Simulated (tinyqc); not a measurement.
## Junction field-effect transistor with two gates, gradual channel with velocity saturation: depletion, velocity and field along the channel

A uniformly doped n-type channel, depleted from both sides by p+ gates; at channel potential V the depleted share of a is u = sqrt((Vbi - Vg + V)/Vp), s at the source. Electrons drift with v = mu E/(1 + mu E/vsat). Abrupt depletion edge, no series resistance, source at 0.

ni = sqrt(Nc Nv) exp(-Eg/(2 Vt)), Eg in volts; Vbi = Vt ln(Na Nd/ni^2); Vp = q Nd a^2/(2 eps0 eps_r); G0 = 2 q mu Nd a W/L; Z = mu Vp/(vsat L); s = sqrt((Vbi - Vg)/Vp). I = (G0 Vp/3) F/(1 + Z (u^2 - s^2)), F = 3 (u^2 - s^2) - 2 (u^3 - s^3), with u at V = Vd; Z = 0 gives constant mobility, for which u stops at 1. At channel potential V: y/L = (G0 Vp/3) F(u)/I - Z V/Vp, v = vsat I Z/(G0 Vp (1 - u)), E = (vsat/mu) w/(1 - w) with w = v/vsat.

Values chosen for this exercise; material values close to those of silicon:
```
symbol    value        unit                                     meaning
T           293           K                                 temperature
eps_r      11.9              relative permittivity of the semiconductor
Nc      2.68e19       cm^-3      conduction-band density of states at T
Eg         1.12          eV                                    band gap
Nv      2.52e19       cm^-3         valence-band density of states at T
Nd       2.9e16       cm^-3                donor density of the channel
a           470          nm                  half the channel thickness
mu          790  cm^2/(V s)           low-field mobility at this doping
vsat      1.5e7        cm/s                         saturation velocity
L           0.3          um                                 gate length
W            50          um                                  gate width
Na       4.6e18       cm^-3               acceptor density of the gates
Vg            0           V                                gate voltage
Vd          1.2           V                               drain voltage
```

Constants: q = 1.602176634e-19 C, kB = 1.380649e-23 J/K, Vt = kB T/q, eps0 = 8.8541878128e-14 F/cm where lengths are in cm. Results are converted to the units shown.

Along the channel:
```
V (V)       u    y/L  v (cm/s)  E (kV/cm)
0      0.4310  0.000   8.008e6      21.75
0.2    0.4762  0.280   8.700e6      26.22
0.4    0.5176  0.510   9.445e6      32.29
0.6    0.5558  0.694   1.026e7      41.08
0.8    0.5916  0.836   1.116e7      55.14
1      0.6253  0.937   1.216e7      81.39
1.2    0.6574  1.000   1.330e7      148.4
```

What does the table show?

From source to drain the open share 1 - u falls from 0.569 to 0.343, so the velocity rises by a factor of 1.66, to 0.887 vsat, and the field by 6.83. Half of Vd drops over the last 31 % of the gate length.

Computed by the program tinyqc: `OMP_NUM_THREADS=1 python tinyqc.py 2500106 2500107 out.jsonl`, one thread of a shared Intel Xeon 2.30GHz, about 0.09 s for the whole run.
